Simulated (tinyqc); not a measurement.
Worked calculation: bound state in one dimension: Numerov shooting, finite differences, DVR. Computed by tinyqc, a small Python program that keeps every step. Settings: points = 96. Command: `OMP_NUM_THREADS=1 python tinyqc.py 20417 20418 out.jsonl` (the two numbers bound the seeds that draw the settings). One thread of a shared host (Intel(R) Xeon(R) Processor @ 2.60GHz), about 0.01 s of CPU time with the checks.

## Numerov steps at E = -11.63

One particle of mass 1 in V = -11.87 exp(-x^2/2.28^2) (atomic units), psi = 0 at both ends:
```
parameter                value
left end                    -7
right end                    7
intervals                   96
h                     0.145833
state sought (nodes)         2
```

k_i = 2 m (E - V_i); (1 + h^2 k_(i+1)/12) y_(i+1) = 2 (1 - 5 h^2 k_i/12) y_i - (1 + h^2 k_(i-1)/12) y_(i-1), from y_0 = 0, y_1 = 0.001.

Points along the way:
```
i           x          V           k               y
0   -7.000000  -0.000957  -23.258086        0.000000
1   -6.854167  -0.001411  -23.257178        0.001000
2   -6.708333  -0.002065  -23.255871        0.002516
3   -6.562500  -0.002996  -23.254008        0.005330
4   -6.416667  -0.004312  -23.251377        0.010892
5   -6.270833  -0.006155  -23.247690        0.022072
32  -2.333333  -4.164863  -14.930274  1993263.045000
33  -2.187500  -4.728030  -13.803940  3524931.617200
34  -2.041667  -5.323610  -12.612781  6108238.015100
35  -1.895833  -5.945367  -11.369266        1.04e+07
36  -1.750000  -6.585634  -10.088732        1.71e+07
37  -1.604167  -7.235408   -8.789184        2.76e+07
```

## Bisection on the node count

With more sign changes than the state has nodes (the last point included) the energy is too high, else too low; the bracket starts as -11.63 to -0.05.

Trials:
```
trial            E  sign changes  y at the right end   next
1      -5.84000000             3           -2.92e+10  lower
2      -8.73500000             2            3.06e+14  raise
3      -7.28750000             2            3.70e+12  raise
4      -6.56375000             3           -3.93e+11  lower
5      -6.92562500             3           -3.28e+11  lower
6      -7.10656250             2            6.67e+11  raise
7      -7.01609375             2            1.00e+10  raise
8      -6.97085937             3           -1.90e+11  lower
9      -6.99347656             3           -9.89e+10  lower
10     -7.00478516             3           -4.68e+10  lower
11     -7.01043945             3           -1.90e+10  lower
12     -7.01326660             3           -4.61e+09  lower
13     -7.01468018             2            2.68e+09  raise
14     -7.01397339             3           -9.77e+08  lower
...            ...           ...                 ...    ...
29     -7.01416275             3           -2.23e+04  lower
30     -7.01416276             2            3.34e+04  raise
31     -7.01416275             2            5.55e+03  raise
```

eigenvalue = -7.01416275 hartree

## The same grid by other methods

Three-point finite differences and the sine-DVR kinetic matrix of Colbert and Miller on the same points.

Lowest levels (hartree):
```
state  finite differences         DVR
0              -10.840402  -10.837689
1               -8.860703   -8.848438
2               -7.042040   -7.013889
3               -5.389551   -5.342963
4               -3.910938   -3.847080
```
